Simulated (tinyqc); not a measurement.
Minority-electron transport through the base of a bipolar transistor (Moll-Ross and Kroemer integrals): one step, computed by the program tinyqc.

Low injection, one dimension, x from the emitter edge (0) to the collector edge (W), s = x/W. Recombination is treated as a small correction (valid for tau_B well below tau_n), computed from the stored charge.

Problem. Gain and speed. Emitter-limited gain beta_E = G_E/G_B; recombination-limited gain beta_R = tau_n/tau_B; 1/beta = 1/beta_E + 1/beta_R; f_T from the base alone = 1/(2 pi tau_B).

Inputs (values chosen for the exercise, modelled on GaAs):
```
quantity                     value      unit
base width W                    19        nm
saturation velocity v_s       0.82  1e7 cm/s
electron lifetime tau_n        110        ns
emitter Gummel number G_E  3.9e+13    s/cm^4
temperature T                  300         K
```

Base doping profile: Gaussian. Gap grading: none. Exit of the base: infinite sink.

base Gummel number G_B = 8.007564e+10 s/cm^4

base transit time tau_B = 0.01742648 ps

Give: beta_E; beta_R; current gain beta; f_T from the base alone.

Solution.

beta_E = 487.04

beta_R = 6.3122e+06

current gain beta = 487.00

f_T from the base alone = 9132.9 GHz

The gain is limited mainly by hole injection into the emitter (100 % of the base current). Caution: the mean velocity exceeds v_s, so drift-diffusion with a low-field mobility overstates the speed. Caution: the base is only a few mean free paths wide, so transport is partly ballistic.
